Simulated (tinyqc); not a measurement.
Worked calculation: Jacobi rotations on a symmetric matrix. One step of it, computed by the program tinyqc.

Question. Jacobi rotation 2. Take the largest off-diagonal element A_pq; tan 2 theta = 2 A_pq / (A_qq - A_pp) with |theta| <= pi/4; A' = J^T A J with J_pp = J_qq = cos, J_pq = sin, J_qp = -sin.

A':
$$\begin{pmatrix}
0.740604 & 0.000000 & -0.574530 \\
0.000000 & 2.439396 & -0.128438 \\
-0.574530 & -0.128438 & 2.079000
\end{pmatrix}$$

Give: p, q, theta; A'.

Answer.

p, q, theta (rad): [1.000, 3.000, -0.355]

A':
$$\begin{pmatrix}
0.528 & -0.045 & 0.000 \\
-0.045 & 2.439 & -0.120 \\
0.000 & -0.120 & 2.292
\end{pmatrix}$$
